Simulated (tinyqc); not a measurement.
Recursion (Haydock) method for the local density of states: surface site of a square lattice: sweeps and comparisons. A value that a table varies takes the place of the one given here.

One orbital a site at energy 0, hopping -t to the 4 nearest neighbours of a square lattice; the start u0 is a site in the outermost layer of a half crystal, with energy V. Recursion: a_n = <u_n|H|u_n>, b_(n+1) u_(n+1) = (H - a_n) u_n - b_n u_(n-1), b > 0. G(z) = 1/(z - a0 - b1^2/(z - a1 - b2^2/(...))), z = E + i eta. After n levels the tail is b_n^2 T with the square-root terminator T = (z - sqrt(z - 2b) sqrt(z + 2b))/(2 b^2), b = 2t so that the band edges lie at -/+ 4t.

Reference: the closed form for a chain (bulk 1/sqrt(z^2 - 4t^2), end site (z - sqrt(z^2 - 4t^2))/(2t^2)), averaged over 400 points (j + 1/2) pi/400 in each remaining direction with z shifted by 2t cos k, then G/(1 - V G).

Values chosen for the exercise:
- t = 1.15 eV (hopping)
- V = 0 eV (shift of the starting site)
- eta = 0.057 eV (broadening)
- n = 6 (levels kept)
- E = -2.92 eV (energy)

## How many levels, and whether to terminate

Energies as fractions of the half width 4t.

Density (1/eV):
```
fraction  E (eV)  2 levels  4 levels  7 levels  7, no terminator  reference
-1.10     -5.060    0.0017    0.0016    0.0016            0.0016     0.0016
-0.90     -4.140    0.0282    0.0268    0.0285            0.1186     0.0280
-0.60     -2.760    0.0971    0.0963    0.0972            0.0211     0.0972
-0.35     -1.610    0.1469    0.1431    0.1427            0.9174     0.1421
-0.15     -0.690    0.1636    0.1663    0.1653            0.0169     0.1658
0.00       0.000    0.1665    0.1704    0.1734            1.6416     0.1729
0.15       0.690    0.1636    0.1663    0.1653            0.0169     0.1658
0.35       1.610    0.1469    0.1431    0.1427            0.9174     0.1421
0.60       2.760    0.0971    0.0963    0.0972            0.0211     0.0972
0.90       4.140    0.0282    0.0268    0.0285            0.1186     0.0280
1.10       5.060    0.0017    0.0016    0.0016            0.0016     0.0016
```

Largest errors against the reference: 0.0063 (2 levels), 0.0024 (4), 0.0007 (7) and 1.469 without terminator, which leaves seven broadened spikes in place of a band. With seven levels the error is largest at E = -1.61 and 1.61 eV.

## What each setting does

G at z = E + i eta with n levels and terminator. Each row changes one parameter from the base and keeps the others.

Results:
```
case            Re G (1/eV)  density (1/eV)
base                -0.3601          0.0903
t = 1.265 eV        -0.3116          0.0935
V = 0.5 eV          -0.3293          0.0639
n = 7               -0.3565          0.0904
E = -2.69 eV        -0.3448          0.1012
eta = 0.114 eV      -0.3515          0.0893
```

The largest shifts from the base row, up to three for each result and ties (the steps differ in size, so this ranks the rows, not the parameters). Re G (1/eV): t +0.0485, V +0.0308, E +0.0154. density (1/eV): V -0.0264, E +0.0108, t +0.0032.

Program tinyqc; command `OMP_NUM_THREADS=1 python tinyqc.py 1480896 1480897 out.jsonl`; about 0.01 s on one thread of a shared Intel(R) Xeon(R) Processor @ 2.30GHz.
